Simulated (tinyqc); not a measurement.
Inside a calculation. Method: MP2 on RHF in the sto-3g basis, for H6, spin multiplicity 1. Computed by tinyqc, a small Python program that keeps every step (integrals from PySCF). Settings: charge = 0, multiplicity = 1, basis = sto-3g, method = RHF, energy threshold = 1e-10, iteration cap = 58, orthogonalisation = symmetric, start = core, DIIS depth = 6. Command: `OMP_NUM_THREADS=1 python tinyqc.py 30400 30401 out.jsonl` (the two numbers bound the seeds that draw the settings). One thread of a shared host (Intel(R) Xeon(R) Processor @ 2.60GHz), about 0.2 s of CPU time with the checks. The early iterations of the SCF are left out here.

## One-electron integrals

Geometry (angstrom):
```
atom       x       y       z
H     0.0000  0.0000  0.0000
H     0.0000  0.0000  0.9010
H     0.0000  0.0000  1.9810
H     0.0000  0.0000  2.8820
H     0.0000  0.0000  3.9610
H     0.0000  0.0000  4.8620
```

Basis sto-3g: exponents (1/bohr^2) and contraction coefficients of normalised primitives:
```
element  l (shell)  exponent  coefficient
H            s (1)    3.4253       0.1543
H            s (1)    0.6239       0.5353
H            s (1)    0.1689       0.4446
```

Overlap, kinetic and nuclear-attraction integrals over the contracted functions; the nuclear repulsion is the sum of Za Zb / Rab.

nuclear repulsion = 4.727413 hartree

overlap S, lower triangle:
```
        1H 1s   2H 1s   3H 1s   4H 1s   5H 1s   6H 1s
1H 1s  1.0000
2H 1s  0.5566  1.0000
3H 1s  0.1230  0.4506  1.0000
4H 1s  0.0234  0.1230  0.5566  1.0000
5H 1s  0.0020  0.0161  0.1232  0.4512  1.0000
6H 1s  0.0002  0.0020  0.0234  0.1232  0.5566  1.0000
```

kinetic energy T (hartree), lower triangle:
```
         1H 1s    2H 1s    3H 1s    4H 1s   5H 1s   6H 1s
1H 1s   0.7600
2H 1s   0.1522   0.7600
3H 1s  -0.0099   0.0843   0.7600
4H 1s  -0.0077  -0.0099   0.1522   0.7600
5H 1s  -0.0013  -0.0061  -0.0099   0.0846  0.7600
6H 1s  -0.0002  -0.0013  -0.0077  -0.0099  0.1522  0.7600
```

nuclear attraction V (hartree), lower triangle:
```
         1H 1s    2H 1s    3H 1s    4H 1s    5H 1s    6H 1s
1H 1s  -2.4804
2H 1s  -1.4010  -2.8399
3H 1s  -0.2996  -1.1975  -2.9841
4H 1s  -0.0561  -0.3154  -1.5668  -2.9845
5H 1s  -0.0046  -0.0391  -0.3160  -1.1994  -2.8404
6H 1s  -0.0004  -0.0046  -0.0562  -0.3002  -1.4011  -2.4806
```

core Hamiltonian H = T + V (hartree), lower triangle:
```
         1H 1s    2H 1s    3H 1s    4H 1s    5H 1s    6H 1s
1H 1s  -1.7204
2H 1s  -1.2487  -2.0798
3H 1s  -0.3095  -1.1133  -2.2241
4H 1s  -0.0637  -0.3253  -1.4146  -2.2245
5H 1s  -0.0059  -0.0453  -0.3258  -1.1148  -2.0804
6H 1s  -0.0005  -0.0059  -0.0639  -0.3100  -1.2489  -1.7205
```

## Two-electron integrals

Functions are numbered as in S; the eight-fold symmetry (ij|kl) = (ji|kl) = (kl|ij) leaves the list below.

Two-electron integrals (ij|kl) in chemists' order, unique and non-zero (hartree):
```
(11|11) 0.7746     (21|11) 0.3574     (21|21) 0.2034     (22|11) 0.5114
(22|21) 0.3574     (22|22) 0.7746     (31|11) 0.0579     (31|21) 0.0364
(31|22) 0.0729     (31|31) 0.0078     (32|11) 0.1634     (32|21) 0.1179
(32|22) 0.2739     (32|31) 0.0297     (32|32) 0.1275     (33|11) 0.2662
(33|21) 0.1906     (33|22) 0.4528     (33|31) 0.0579     (33|32) 0.2739
(33|33) 0.7746     (41|11) 0.0086     (41|21) 0.0057     (41|22) 0.0121
(41|31) 0.0014     (41|32) 0.0055     (41|33) 0.0121     (41|41) 2.54e-04
(42|11) 0.0356     (42|21) 0.0252     (42|22) 0.0579     (42|31) 0.0067
(42|32) 0.0297     (42|33) 0.0729     (42|41) 0.0014     (42|42) 0.0078
(43|11) 0.1218     (43|21) 0.0838     (43|22) 0.1906     (43|31) 0.0252
(43|32) 0.1179     (43|33) 0.3574     (43|41) 0.0057     (43|42) 0.0364
(43|43) 0.2034     (44|11) 0.1836     (44|21) 0.1218     (44|22) 0.2662
(44|31) 0.0356     (44|32) 0.1634     (44|33) 0.5114     (44|41) 0.0086
(44|42) 0.0579     (44|43) 0.3574     (44|44) 0.7746     (51|11) 0.0005
(51|21) 3.69e-04   (51|22) 0.0008     (51|31) 9.82e-05   (51|32) 4.26e-04
(51|33) 0.0011     (51|41) 2.00e-05   (51|42) 1.15e-04   (51|43) 0.0005
(51|44) 0.0009     (51|51) 1.72e-06   (52|11) 0.0036     (52|21) 0.0025
(52|22) 0.0057     (52|31) 0.0007     (52|32) 0.0031     (52|33) 0.0084
(52|41) 1.51e-04   (52|42) 0.0009     (52|43) 0.0047     (52|44) 0.0084
(52|51) 1.39e-05   (52|52) 1.19e-04   (53|11) 0.0224     (53|21) 0.0149
(53|22) 0.0326     (53|31) 0.0043     (53|32) 0.0195     (53|33) 0.0580
(53|41) 0.0010     (53|42) 0.0064     (53|43) 0.0365     (53|44) 0.0731
(53|51) 9.83e-05   (53|52) 0.0009     (53|53) 0.0078     (54|11) 0.0701
(54|21) 0.0452     (54|22) 0.0955     (54|31) 0.0125     (54|32) 0.0554
(54|33) 0.1636     (54|41) 0.0030     (54|42) 0.0195     (54|43) 0.1181
(54|44) 0.2743     (54|51) 3.10e-04   (54|52) 0.0032     (54|53) 0.0298
(54|54) 0.1278     (55|11) 0.1336     (55|21) 0.0842     (55|22) 0.1729
(55|31) 0.0223     (55|32) 0.0954     (55|33) 0.2663     (55|41) 0.0051
(55|42) 0.0325     (55|43) 0.1907     (55|44) 0.4531     (55|51) 0.0005
(55|52) 0.0057     (55|53) 0.0580     (55|54) 0.2743     (55|55) 0.7746
(61|11) 3.59e-05   (61|21) 2.44e-05   (61|22) 5.44e-05   (61|31) 6.91e-06
(61|32) 3.09e-05   (61|33) 8.50e-05   (61|41) 1.51e-06   (61|42) 9.20e-06
(61|43) 4.80e-05   (61|44) 8.49e-05   (61|51) 1.40e-07   (61|52) 1.20e-06
(61|53) 9.22e-06   (61|54) 3.10e-05   (61|55) 5.44e-05   (61|61) 1.22e-08
(62|11) 3.66e-04   (62|21) 2.44e-04   (62|22) 0.0005     (62|31) 6.92e-05
(62|32) 3.10e-04   (62|33) 0.0009     (62|41) 1.56e-05   (62|42) 9.82e-05
(62|43) 0.0005     (62|44) 0.0011     (62|51) 1.52e-06   (62|52) 1.39e-05
(62|53) 1.15e-04   (62|54) 4.27e-04   (62|55) 0.0008     (62|61) 1.40e-07
(62|62) 1.72e-06   (63|11) 0.0037     (63|21) 0.0024     (63|22) 0.0051
(63|31) 0.0007     (63|32) 0.0030     (63|33) 0.0087     (63|41) 1.55e-04
(63|42) 0.0010     (63|43) 0.0058     (63|44) 0.0121     (63|51) 1.56e-05
(63|52) 1.51e-04   (63|53) 0.0014     (63|54) 0.0055     (63|55) 0.0121
(63|61) 1.51e-06   (63|62) 2.00e-05   (63|63) 2.55e-04   (64|11) 0.0170
(64|21) 0.0108     (64|22) 0.0224     (64|31) 0.0029     (64|32) 0.0125
(64|33) 0.0357     (64|41) 0.0007     (64|42) 0.0043     (64|43) 0.0253
(64|44) 0.0580     (64|51) 6.93e-05   (64|52) 0.0007     (64|53) 0.0068
(64|54) 0.0298     (64|55) 0.0731     (64|61) 6.92e-06   (64|62) 9.83e-05
(64|63) 0.0014     (64|64) 0.0078     (65|11) 0.0669     (65|21) 0.0416
(65|22) 0.0842     (65|31) 0.0108     (65|32) 0.0452     (65|33) 0.1219
(65|41) 0.0024     (65|42) 0.0149     (65|43) 0.0839     (65|44) 0.1907
(65|51) 2.44e-04   (65|52) 0.0025     (65|53) 0.0253     (65|54) 0.1181
(65|55) 0.3574     (65|61) 2.44e-05   (65|62) 3.69e-04   (65|63) 0.0058
(65|64) 0.0365     (65|65) 0.2034     (66|11) 0.1088     (66|21) 0.0669
(66|22) 0.1336     (66|31) 0.0170     (66|32) 0.0700     (66|33) 0.1837
(66|41) 0.0037     (66|42) 0.0223     (66|43) 0.1219     (66|44) 0.2663
(66|51) 3.66e-04   (66|52) 0.0036     (66|53) 0.0357     (66|54) 0.1636
(66|55) 0.5114     (66|61) 3.59e-05   (66|62) 0.0005     (66|63) 0.0087
(66|64) 0.0580     (66|65) 0.3574     (66|66) 0.7746
```

## Orthogonalisation

S = U s U^T; symmetric (Loewdin) form X = U s^(-1/2) U^T, so that X^T S X = 1.

eigenvalues of S: 0.2391  0.3586  0.5632  1.1135  1.6248  2.1007

X, lower triangle:
```
         1H 1s    2H 1s    3H 1s    4H 1s    5H 1s   6H 1s
1H 1s   1.1607
2H 1s  -0.3817   1.2815
3H 1s   0.0652  -0.3342   1.2921
4H 1s  -0.0139   0.0703  -0.4164   1.2924
5H 1s   0.0024  -0.0102   0.0703  -0.3348   1.2818
6H 1s  -0.0006   0.0024  -0.0139   0.0653  -0.3818  1.1608
```

## Iteration 7 (converged): orbitals

converged F (hartree), lower triangle:
```
         1H 1s    2H 1s    3H 1s    4H 1s    5H 1s    6H 1s
1H 1s  -0.2873
2H 1s  -0.5234  -0.3692
3H 1s  -0.1572  -0.3730  -0.3762
4H 1s  -0.0168  -0.1566  -0.5323  -0.3764
5H 1s   0.0003  -0.0240  -0.1568  -0.3735  -0.3695
6H 1s  -0.0061   0.0003  -0.0168  -0.1574  -0.5235  -0.2873
```

Diagonalise F' = X^T F X, C = X C', fill 3 alpha and 3 beta electrons from the bottom; D = 2 C_occ C_occ^T. Each column has its largest component positive (the first on a tie).

F' = X^T F X (hartree), lower triangle:
```
         1        2        3        4        5       6
1   0.0160
2  -0.5517   0.0972
3   0.0759  -0.3876   0.1053
4   0.0028   0.0825  -0.5868   0.1055
5   0.0050  -0.0129   0.0826  -0.3882   0.0974
6  -0.0094   0.0050   0.0028   0.0760  -0.5518  0.0160
```

orbital energies (hartree): MO1 -0.6741, MO2 -0.5540, MO3 -0.3783, MO4 0.3016, MO5 0.6620, MO6 1.0804

coefficients C:
```
          MO1      MO2      MO3      MO4      MO5      MO6
1H 1s  0.1760   0.3596  -0.4287  -0.6244  -0.7294  -0.4812
2H 1s  0.2685   0.4092  -0.2825   0.3797   0.8740   0.8230
3H 1s  0.3673   0.1120   0.4359   0.5953  -0.3085  -1.0849
4H 1s  0.3676  -0.1116   0.4356  -0.5951  -0.3075   1.0859
5H 1s  0.2692  -0.4085  -0.2828  -0.3798   0.8730  -0.8248
6H 1s  0.1765  -0.3590  -0.4291   0.6248  -0.7285   0.4822
```

D after iteration 7, lower triangle:
```
         1H 1s    2H 1s    3H 1s    4H 1s   5H 1s   6H 1s
1H 1s   0.6882
2H 1s   0.6310   0.6386
3H 1s  -0.1638   0.0426   0.6749
4H 1s  -0.3243  -0.1401   0.6249   0.6748
5H 1s   0.0434  -0.0300  -0.1403   0.0427  0.6387
6H 1s   0.1718   0.0434  -0.3248  -0.1640  0.6310  0.6882
```

## Convergence

Stop when the energy changes by less than 1e-10 hartree and every element of the error matrix X^T (F D S - S D F) X is below 3e-06.

Course of the cycle:
```
iteration  E (hartree)     change  largest element of the error matrix
1            -2.791071          -                             4.62e-01
2            -3.207223  -4.16e-01                             3.92e-02
3            -3.212120  -4.90e-03                             1.22e-02
4            -3.212527  -4.08e-04                             6.94e-04
5            -3.212529  -2.01e-06                             2.60e-05
6            -3.212529  -1.53e-09                             2.89e-07
7            -3.212529  -3.27e-13                             2.46e-08
```

PySCF RHF in the same basis = -3.212529 hartree

Converged in 7 iterations.

## Integrals over molecular orbitals

(pq|rs) = sum C_ip C_jq C_kr C_ls (ij|kl), one index at a time.

one-electron integrals over orbitals h = C^T H C (hartree), lower triangle:
```
         1        2        3        4        5        6
1  -2.3003
2   0.0001  -2.0586
3  -0.1457  -0.0002  -1.9746
4   0.0003  -0.1936  -0.0001  -1.6704
5  -0.0720  -0.0001   0.1653   0.0002  -1.3531
6   0.0000  -0.0524  -0.0002   0.1561   0.0000  -1.1892
```

Two-electron integrals over orbitals (pq|rs), unique and non-zero (hartree):
```
(11|11) 0.4274      (21|11) -2.38e-04   (21|21) 0.1299      (22|11) 0.3408
(22|21) 2.78e-04    (22|22) 0.3862      (31|11) 0.0817      (31|21) 1.85e-04
(31|22) -0.0413     (31|31) 0.1154      (32|11) 2.79e-04    (32|21) -0.1139
(32|22) -3.29e-04   (32|31) -5.44e-05   (32|32) 0.1362      (33|11) 0.3812
(33|21) -7.54e-05   (33|22) 0.3514      (33|31) 0.0328      (33|32) 1.34e-04
(33|33) 0.3827      (41|11) -1.83e-04   (41|21) 0.0447      (41|22) 4.71e-05
(41|31) -3.07e-05   (41|32) 0.0092      (41|33) 1.07e-05    (41|41) 0.0810
(42|11) 0.0698      (42|21) 4.46e-05    (42|22) 0.0041      (42|31) 0.0565
(42|32) 6.39e-05    (42|33) 0.0103      (42|41) -1.77e-05   (42|42) 0.0797
(43|11) -8.30e-05   (43|21) 0.0737      (43|22) 1.66e-04    (43|31) 1.53e-04
(43|32) -0.0740     (43|33) -3.88e-05   (43|41) 0.0128      (43|42) 5.46e-05
(43|43) 0.0901      (44|11) 0.3840      (44|21) -4.87e-05   (44|22) 0.3535
(44|31) 0.0312      (44|32) 9.31e-05    (44|33) 0.3739      (44|41) -1.90e-05
(44|42) 0.0215      (44|43) -1.82e-05   (44|44) 0.3892      (51|11) 0.0068
(51|21) -5.94e-05   (51|22) 0.0327      (51|31) -0.0290     (51|32) -1.33e-05
(51|33) -0.0135     (51|41) -9.95e-05   (51|42) 0.0335      (51|43) -4.09e-06
(51|44) -0.0029     (51|51) 0.0515      (52|11) -3.96e-05   (52|21) 0.0335
(52|22) 1.12e-04    (52|31) -9.73e-06   (52|32) 0.0016      (52|33) -1.04e-06
(52|41) 0.0547      (52|42) 1.38e-04    (52|43) -0.0362     (52|44) 3.67e-06
(52|51) 5.10e-05    (52|52) 0.0866      (53|11) -0.0761     (53|21) -4.30e-05
(53|22) -0.0083     (53|31) -0.0604     (53|32) -5.12e-05   (53|33) -0.0239
(53|41) 3.13e-05    (53|42) -0.0745     (53|43) -7.30e-05   (53|44) -0.0197
(53|51) -0.0264     (53|52) -1.04e-04   (53|53) 0.0805      (54|11) -2.89e-04
(54|21) 0.1161      (54|22) 3.16e-04    (54|31) 5.76e-05    (54|32) -0.1295
(54|33) -1.36e-04   (54|41) 0.0014      (54|42) -5.02e-05   (54|43) 0.0754
(54|44) -1.01e-04   (54|51) 8.99e-06    (54|52) 0.0021      (54|53) 4.74e-05
(54|54) 0.1395      (55|11) 0.3590      (55|21) 1.97e-04    (55|22) 0.3922
(55|31) -0.0294     (55|32) -2.34e-04   (55|33) 0.3657      (55|41) 2.77e-05
(55|42) 0.0106      (55|43) 1.26e-04    (55|44) 0.3745      (55|51) 0.0319
(55|52) 9.95e-05    (55|53) -0.0136     (55|54) 2.42e-04    (55|55) 0.4185
(61|11) 2.45e-05    (61|21) -0.0017     (61|22) -4.61e-05   (61|31) 8.62e-05
(61|32) -0.0198     (61|33) 3.48e-07    (61|41) -0.0297     (61|42) -4.62e-05
(61|43) -0.0449     (61|44) 6.27e-06    (61|51) -6.97e-05   (61|52) 0.0313
(61|53) 5.05e-05    (61|54) 0.0168      (61|55) -5.16e-05   (61|61) 0.0674
(62|11) 0.0107      (62|21) -3.92e-05   (62|22) 0.0356      (62|31) -0.0267
(62|32) -1.91e-05   (62|33) -0.0036     (62|41) -7.09e-05   (62|42) 0.0291
(62|43) -1.44e-05   (62|44) -0.0054     (62|51) 0.0464      (62|52) 8.23e-05
(62|53) -0.0309     (62|54) 1.60e-05    (62|55) 0.0351      (62|61) -5.50e-05
(62|62) 0.0487      (63|11) 1.72e-04    (63|21) -0.0467     (63|22) -5.09e-05
(63|31) 8.21e-06    (63|32) -0.0010     (63|33) 3.05e-06    (63|41) -0.0759
(63|42) 7.08e-07    (63|43) -0.0152     (63|44) 2.54e-06    (63|51) 9.08e-05
(63|52) -0.0543     (63|53) -2.33e-05   (63|54) 0.0010      (63|55) -3.32e-05
(63|61) 0.0288      (63|62) 7.57e-05    (63|63) 0.0812      (64|11) -0.0842
(64|21) -1.37e-04   (64|22) 0.0333      (64|31) -0.1103     (64|32) 7.38e-06
(64|33) -0.0351     (64|41) 3.52e-05    (64|42) -0.0585     (64|43) -1.28e-04
(64|44) -0.0359     (64|51) 0.0259      (64|52) 1.10e-05    (64|53) 0.0614
(64|54) -1.70e-05   (64|55) 0.0324      (64|61) -7.86e-05   (64|62) 0.0260
(64|63) -1.87e-05   (64|64) 0.1196      (65|11) -2.42e-04   (65|21) 0.1327
(65|22) 2.96e-04    (65|31) 1.81e-04    (65|32) -0.1185     (65|33) -7.46e-05
(65|41) 0.0457      (65|42) 4.28e-05    (65|43) 0.0782      (65|44) -4.50e-05
(65|51) -5.95e-05   (65|52) 0.0350      (65|53) -4.37e-05   (65|54) 0.1250
(65|55) 2.27e-04    (65|61) -0.0025     (65|62) -3.97e-05   (65|63) -0.0518
(65|64) -1.48e-04   (65|65) 0.1500      (66|11) 0.4572      (66|21) -1.97e-04
(66|22) 0.3651      (66|31) 0.0887      (66|32) 2.55e-04    (66|33) 0.4111
(66|41) -1.76e-04   (66|42) 0.0773      (66|43) -5.80e-05   (66|44) 0.4194
(66|51) 0.0078      (66|52) -2.44e-05   (66|53) -0.0863     (66|54) -2.70e-04
(66|55) 0.3948      (66|61) 2.58e-05    (66|62) 0.0128      (66|63) 1.74e-04
(66|64) -0.0981     (66|65) -2.18e-04   (66|66) 0.5173
```

## Second-order Moller-Plesset energy

Hartree-Fock energy = -3.212529 hartree

E2 = sum_ijab (ia|jb) [2 (ia|jb) - (ib|ja)] / (e_i + e_j - e_a - e_b) over occupied i, j and virtual a, b; the opposite-spin part is (ia|jb)^2 / denominator, the rest is same-spin, and SCS-MP2 scales them by 6/5 and 1/3.

Terms (the 40 largest of 81):
```
i  j  a  b  (ia|jb)  (ib|ja)  denominator       term
3  3  4  4   0.0901   0.0901      -1.3597    -0.0060
3  2  5  4  -0.0745  -0.0362      -1.8959    -0.0044
2  3  4  5  -0.0745  -0.0362      -1.8959    -0.0044
2  2  4  4   0.0797   0.0797      -1.7112    -0.0037
1  1  4  4   0.0810   0.0810      -1.9513    -0.0034
3  1  6  4  -0.0759  -0.0449      -2.4344    -0.0033
1  3  4  6  -0.0759  -0.0449      -2.4344    -0.0033
3  3  5  5   0.0805   0.0805      -2.0806    -0.0031
2  2  5  5   0.0866   0.0866      -2.4320    -0.0031
3  3  6  6   0.0812   0.0812      -2.9174    -0.0023
1  2  4  5   0.0547   0.0335      -2.1917    -0.0019
2  1  5  4   0.0547   0.0335      -2.1917    -0.0019
3  2  6  5  -0.0543  -0.0309      -2.6747    -0.0016
2  3  5  6  -0.0543  -0.0309      -2.6747    -0.0016
1  1  6  6   0.0674   0.0674      -3.5090    -0.0013
1  1  5  5   0.0515   0.0515      -2.6722    -0.0010
2  1  6  5   0.0464   0.0313      -2.9705    -0.0010
1  2  5  6   0.0464   0.0313      -2.9705    -0.0010
2  2  6  6   0.0487   0.0487      -3.2689    -0.0007
2  2  6  4   0.0291   0.0291      -2.4900  -3.39e-04
2  2  4  6   0.0291   0.0291      -2.4900  -3.39e-04
1  1  6  4  -0.0297  -0.0297      -2.7302  -3.23e-04
1  1  4  6  -0.0297  -0.0297      -2.7302  -3.23e-04
3  1  5  5  -0.0264  -0.0264      -2.3764  -2.94e-04
1  3  5  5  -0.0264  -0.0264      -2.3764  -2.94e-04
1  3  6  6   0.0288   0.0288      -3.2132  -2.58e-04
3  1  6  6   0.0288   0.0288      -3.2132  -2.58e-04
3  1  4  6  -0.0449  -0.0759      -2.4344  -2.57e-04
1  3  6  4  -0.0449  -0.0759      -2.4344  -2.57e-04
2  1  4  5   0.0335   0.0547      -2.1917  -1.88e-04
1  2  5  4   0.0335   0.0547      -2.1917  -1.88e-04
1  2  6  5   0.0313   0.0464      -2.9705  -1.72e-04
2  1  5  6   0.0313   0.0464      -2.9705  -1.72e-04
3  3  6  4  -0.0152  -0.0152      -2.1386  -1.07e-04
3  3  4  6  -0.0152  -0.0152      -2.1386  -1.07e-04
3  1  4  4   0.0128   0.0128      -1.6555  -9.95e-05
1  3  4  4   0.0128   0.0128      -1.6555  -9.95e-05
3  2  5  6  -0.0309  -0.0543      -2.6747  -8.80e-05
2  3  6  5  -0.0309  -0.0543      -2.6747  -8.80e-05
2  3  5  4  -0.0362  -0.0745      -1.8959   4.17e-05
```

Pair energies (hartree; pair i-j sums ij and ji):
```
pair  opposite spin  same spin
1-1         -0.0063          0
2-1         -0.0059    -0.0006
2-2         -0.0082          0
3-1         -0.0077    -0.0008
3-2         -0.0102    -0.0020
3-3         -0.0116          0
```

MP2 correlation energy = -0.053084 hartree

SCS-MP2 correlation energy = -0.060833 hartree

MP2 total energy = -3.265614 hartree
